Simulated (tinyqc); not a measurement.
Changing the wafer radius R: electroplating on a thin resistive seed layer: kinetics, Wagner number and the terminal effect across a wafer. Computed by tinyqc, a small Python program. Command: `OMP_NUM_THREADS=1 python tinyqc.py 3121186 3121187 out.jsonl terminal sweep`. One thread of a shared host (Intel(R) Xeon(R) Processor @ 2.30GHz), about 0.04 s of CPU time with the checks.

Current enters the seed at the rim. The bath is treated as a local resistance per area (no lateral flow in the liquid), two electrons per ion, molar volume 7.11 cm^3/mol, Faraday constant F = e N_A, kinematic viscosity 0.01 cm^2/s, omega = 2 pi x rpm/60; k_B T/e is in volts.

Inputs (values chosen for the exercise, of the order of those for copper plating on a thin cobalt or ruthenium seed): seed thickness t = 73 nm; seed resistivity = 3 microohm cm; bath conductivity kappa = 0.38 S/cm; gap to the anode h = 3 cm; extra resistance of a porous plate = 0 ohm cm^2; exchange current density i_0 = 1.9 mA/cm^2; cathodic transfer coefficient alpha = 0.69; mean current density = 21 mA/cm^2; diffusivity of the metal ion = 5.4e-06 cm^2/s; metal ion concentration = 0.68 mol/L; rotation rate = 30 rpm; temperature T = 298 K.

Constants: e = 1.602176634e-19 C; N_A = 6.02214076e+23 1/mol; k_B = 8.617333262e-05 eV/K.

Method:
- Growth rate = i V_m/(2 F). Levich limit i_L = 0.62 x 2 F D^(2/3) omega^(1/2) nu^(-1/6) c. Tafel overpotential eta = (k_B T/(alpha e)) ln(i/i_0); kinetic resistance k_B T/(alpha e i); bath resistance h/kappa + plate; R_s = resistivity/t; Wagner number = kinetic resistance x kappa/R.
- Linearised: with R_t = kinetic + bath resistance the current density obeys (1/r)(r i')' = i R_s/R_t, so i = A I_0(r/l), l = sqrt(R_t/R_s); with x = R/l, edge/centre = I_0(x) and edge/mean = x I_0(x)/(2 I_1(x)).
- Voltage drop in the seed for a uniform current: i R_s R^2/4.
- Full model: seed potential phi(r) with (1/r)(r phi')' = R_s i, where i solves phi = R_b i + (k_B T/(alpha e)) ln(i/i_0) (phi being the driving voltage left at r); phi'(0) = 0 and phi'(R) = R_s i_mean R/2. Solved by collocation to a tolerance of 1e-7.

One run for each value:
```
wafer radius R (cm)  edge over centre, full model  edge over centre, linear  drop for uniform current (mV)
2.5                                         1.068                     1.068                           13.5
5.0                                         1.284                     1.284                           53.9
7.5                                         1.689                     1.693                          121.4
10.0                                        2.358                     2.381                          215.8
15.0                                        4.954                     5.263                          485.4
22.5                                       14.779                    19.764                         1092.3
```

Over the rows, edge over centre, full model rises from 1.07 to 14.8 (exponent d ln y / d ln x 0.27 between the first rows and 2.7 between the last); edge over centre, linear rises from 1.07 to 19.8 (exponent d ln y / d ln x 0.27 between the first rows and 3.3 between the last); drop for uniform current (mV) rises from 13.5 to 1090 (exponent d ln y / d ln x about 2.0 throughout).

Caution (rows 22.5): at the rim the current nears the limiting value, which would flatten the real profile.
